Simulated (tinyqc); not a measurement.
Strain and the order of the valence edges: six-band k.p model of the valence band of a wurtzite crystal.

At k = 0: E1 = D1c + D2c + Te + Le (pure HH); E2, E3 = Le + u +/- sqrt(u^2 + 2 D3c^2), u = (D1c - D2c + Te)/2, D1c = Dcr, D2c = D3c = Dso/3. The weight of LH in state 2 is fL = (E2 - Le)^2/((E2 - Le)^2 + 2 D3c^2). Relative strengths of transitions to the conduction band: for E perpendicular to c (TE) 1/2, fL/2, (1 - fL)/2; for E along c (TM) 0, 1 - fL, fL, with one momentum element for both directions.

Strain of a c-plane layer: exx = eyy = e_par, ezz = -2 (C13/C33) e_par; Le = D1 ezz + D2 (exx + eyy), Te = D3 ezz + D4 (exx + eyy).

Conduction edge: Ec = (top of the unstrained valence band) + Eg + (a1 + D1) ezz + (a2 + D2)(exx + eyy).
Constants: kB = 8.617333262e-05 eV/K.

Inputs chosen for the exercise (of the order of those of hexagonal CdS; not measured data): Dcr = 0.0218 eV (crystal-field splitting); Dso = 0.0674 eV (spin-orbit splitting); Eg = 2.583 eV (direct gap at Gamma from the top of the unstrained valence band); a1 = -2.82 eV (gap potential along c); a2 = -4.48 eV (gap potential in the plane); D1 = -0.97 eV; D2 = 1.01 eV; D3 = 1.3 eV; D4 = -2.95 eV; C13 = 54 GPa; C33 = 91 GPa; T = 400 K (temperature).

Edges from the unstrained top. Degree of polarisation (TE - TM)/(TE + TM), each state weighted by exp(E/kT) alone (equal densities of states).

Results:

| e_par (%) | E1 (meV) | E2 (meV) | E3 (meV) | fL | lowest transition (eV) | polarisation |
|---|---|---|---|---|---|---|
| -1.20 | 51.3 | 16.5 | -92.5 | 0.906 | 2.5610 | 0.865 |
| -0.90 | 38.4 | 6.3 | -85.6 | 0.861 | 2.5665 | 0.791 |
| -0.30 | 12.8 | -9.4 | -76.5 | 0.661 | 2.5775 | 0.502 |
| 0.00 | 0.0 | -12.8 | -76.4 | 0.495 | 2.5830 | 0.269 |
| 0.30 | -12.8 | -12.5 | -80.0 | 0.330 | 2.5881 | -0.007 |
| 0.60 | -25.6 | -8.9 | -86.9 | 0.210 | 2.5772 | -0.283 |
| 0.90 | -38.4 | -3.1 | -96.0 | 0.136 | 2.5642 | -0.519 |
| 1.20 | -51.3 | 3.9 | -106.3 | 0.092 | 2.5498 | -0.693 |

Give the missing row, e_par (%) = -0.60.

Computed row:
```
e_par (%)  E1 (meV)  E2 (meV)  E3 (meV)     fL  lowest transition (eV)  polarisation
-0.60          25.6      -2.7     -79.9  0.785                  2.5720         0.675
```

E1 = E2 requires Dcr + Te = 0, which here falls at e_par = 0.29 %, inside the sweep: state 1 is on top for smaller e_par and state 2 beyond. The polarisation goes from +0.87 to -0.69 and changes sign between 0.00 and 0.30 %; the lowest transition moves by -5 meV per 1 % on average, not monotonically: it peaks at e_par = 0.30 % among these rows. The deformation potentials of this set are rough, and the small net slope can differ from measurement even in sign.

Run: tinyqc, `OMP_NUM_THREADS=1 python tinyqc.py 1081436 1081437 out.jsonl`; Intel(R) Xeon(R) Processor @ 2.30GHz, one thread, shared host; about 0.01 s of CPU time with all checks.
